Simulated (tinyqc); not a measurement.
Inside a calculation. Method: plane-wave Kohn-Sham cycle with exchange-only LDA in a layered model solid. Computed by tinyqc, a small Python program that keeps every step. Settings: points = 16, plane-wave index or count = 2, electrons = 2, k points = 3, area = 33.0, mixing = 1.0, iteration cap = 56. Command: `OMP_NUM_THREADS=1 python tinyqc.py 28526 28527 out.jsonl` (the two numbers bound the seeds that draw the settings). One thread of a shared host (Intel(R) Xeon(R) Processor @ 2.60GHz), about 0.02 s of CPU time with the checks. Later iterations appear only in the table of the cycle.

## Iteration 1: potential

A solid whose potential varies along x alone (atomic units):
```
parameter                      value
period a                   15.100000
cross-section of the cell  33.000000
electrons per cell                 2
grid points                       16
plane waves -n..n, n               2
k points                           3
V1 in V1 cos(2 pi x/a)     -0.400000
```

density at the start, on the grid x_j = j a/N (e/bohr^3): 0.00401365  0.00401365  0.00401365  0.00401365  0.00401365  0.00401365  0.00401365  0.00401365  0.00401365  0.00401365  0.00401365  0.00401365  0.00401365  0.00401365  0.00401365  0.00401365

V_H(G) = 4 pi rho(G)/G^2 for G != 0 (uniform background); v_x = -(3 rho/pi)^(1/3); V = V_ext + V_H + v_x; Fourier components f(G_m) = (1/N) sum_j f(x_j) exp(-i G_m x_j).

Potentials on the grid (hartree):
```
x              V_ext       V_H        v_x          V
0.000000   -0.400000  0.000000  -0.156496  -0.556496
0.943750   -0.369552  0.000000  -0.156496  -0.526048
1.887500   -0.282843  0.000000  -0.156496  -0.439339
2.831250   -0.153073  0.000000  -0.156496  -0.309569
3.775000           0  0.000000  -0.156496  -0.156496
4.718750    0.153073  0.000000  -0.156496  -0.003423
5.662500    0.282843  0.000000  -0.156496   0.126347
6.606250    0.369552  0.000000  -0.156496   0.213056
7.550000    0.400000  0.000000  -0.156496   0.243504
8.493750    0.369552  0.000000  -0.156496   0.213056
9.437500    0.282843  0.000000  -0.156496   0.126347
10.381250   0.153073  0.000000  -0.156496  -0.003423
11.325000          0  0.000000  -0.156496  -0.156496
12.268750  -0.153073  0.000000  -0.156496  -0.309569
13.212500  -0.282843  0.000000  -0.156496  -0.439339
14.156250  -0.369552  0.000000  -0.156496  -0.526048
```

V(G_m), m = 0, 1, 2, ... (hartree): -0.156496  -0.200000  0.000000  0.000000  0.000000

## Iteration 1: Hamiltonian at one k

k = 0.000000 2 pi / a

H(m,m') = (k + G_m)^2/2 delta + V(G_m - G_m'), with V(-G) = V(G).

H (hartree), lower triangle:
```
           -2         -1         +0         +1        +2
-2   0.189791
-1  -0.200000  -0.069924
+0   0.000000  -0.200000  -0.156496
+1   0.000000   0.000000  -0.200000  -0.069924
+2   0.000000   0.000000   0.000000  -0.200000  0.189791
```

## Iteration 1: levels at that k

Diagonalise the Hermitian matrix.

eigenvalues (hartree): -0.428606  -0.178526  0.046197  0.298393  0.345779

## Iteration 1: new density

Motion across x is left out: the lowest 1 band(s) hold two electrons at each of the k points (j + 1/2)/nk - 1/2. Residual R = rho(out) - rho(in); rho(new) = rho(in) + 1 R. rho(out) = 2/(a A nk) sum |psi|^2 with psi = sum c exp(i G x). Harris energy E = band energy - dV sum rho (V_H/2 + v_x) + (3/4) dV sum rho v_x with rho(in), dV = a A/N, band energy = (2/nk) sum of the filled levels.

rho(out) (e/bohr^3): 0.01544851  0.01301729  0.00765476  0.00296257  0.00066681  0.00007011  0.00000275  0.00000461  0.00001201  0.00000461  0.00000275  0.00007011  0.00066681  0.00296257  0.00765476  0.01301729

density after iteration 1 (e/bohr^3): 0.01544851  0.01301729  0.00765476  0.00296257  0.00066681  0.00007011  0.00000275  0.00000461  0.00001201  0.00000461  0.00000275  0.00007011  0.00066681  0.00296257  0.00765476  0.01301729

energy per cell = -0.77757535 hartree

## Iteration 2: potential

As before.

Potentials on the grid (hartree):
```
x              V_ext        V_H        v_x          V
0.000000   -0.400000   0.550663  -0.245256  -0.094593
0.943750   -0.369552   0.489045  -0.231649  -0.112156
1.887500   -0.282843   0.329476  -0.194074  -0.147441
2.831250   -0.153073   0.128417  -0.141432  -0.166088
3.775000           0  -0.063243  -0.086032  -0.149274
4.718750    0.153073  -0.219042  -0.040606  -0.106575
5.662500    0.282843  -0.331153  -0.013789  -0.062099
6.606250    0.369552  -0.398420  -0.016389  -0.045258
7.550000    0.400000  -0.420823  -0.022550  -0.043373
8.493750    0.369552  -0.398420  -0.016389  -0.045258
9.437500    0.282843  -0.331153  -0.013789  -0.062099
10.381250   0.153073  -0.219042  -0.040606  -0.106575
11.325000          0  -0.063243  -0.086032  -0.149274
12.268750  -0.153073   0.128417  -0.141432  -0.166088
13.212500  -0.282843   0.329476  -0.194074  -0.147441
14.156250  -0.369552   0.489045  -0.231649  -0.112156
```

V(G_m), m = 0, 1, 2, ... (hartree): -0.107234  -0.021317  0.020223  0.008015  -0.001090

## Iteration 2: Hamiltonian at one k

k = 0.000000 2 pi / a

As before.

H (hartree), lower triangle:
```
           -2         -1         +0         +1        +2
-2   0.239052
-1  -0.021317  -0.020663
+0   0.020223  -0.021317  -0.107234
+1   0.008015   0.020223  -0.021317  -0.020663
+2  -0.001090   0.008015   0.020223  -0.021317  0.239052
```

## Iteration 2: levels at that k

As before.

eigenvalues (hartree): -0.116834  -0.043914  0.005773  0.241350  0.243171

## Iteration 2: new density

As before.

rho(out) (e/bohr^3): 0.00650757  0.00648065  0.00627505  0.00563639  0.00446355  0.00300488  0.00172073  0.00093266  0.00068294  0.00093266  0.00172073  0.00300488  0.00446355  0.00563639  0.00627505  0.00648065

density after iteration 2 (e/bohr^3): 0.00650757  0.00648065  0.00627505  0.00563639  0.00446355  0.00300488  0.00172073  0.00093266  0.00068294  0.00093266  0.00172073  0.00300488  0.00446355  0.00563639  0.00627505  0.00648065

energy per cell = -0.53773575 hartree

## Convergence

Stop when sqrt(dV sum R^2) is below 1e-8, dV = a A/N.

Course of the cycle:
```
iteration  E (hartree)  norm of the residual
1          -0.77757535              1.19e-01
2          -0.53773575              8.60e-02
3          -0.55863779              7.21e-02
4          -0.52202484              6.02e-02
5          -0.52975863              5.36e-02
6          -0.51503566              4.70e-02
7          -0.51866009              4.28e-02
8          -0.51112459              3.84e-02
9          -0.51299632              3.53e-02
10         -0.50866564              3.21e-02
11         -0.50967512              2.97e-02
...                ...                   ...
46         -0.98748104              1.96e-01
47         -0.98748103              1.96e-01
48         -0.98748103              1.96e-01
49         -0.98748103              1.96e-01
50         -0.98748103              1.96e-01
51         -0.98748103              1.96e-01
52         -0.98748103              1.96e-01
53         -0.98748103              1.96e-01
54         -0.98748103              1.96e-01
55         -0.98748103              1.96e-01
56         -0.98748103              1.96e-01
```

Not converged within 56 iterations: the residual has stopped falling. Reruns (cap 100 unless said): mixing 0.1: not converged; mixing 0.5, Kerker q0 1.0: not converged; mixing 0.3, Pulay depth 5: converged in 11 (E = -0.50238); the original settings with a cap of 400: not converged.
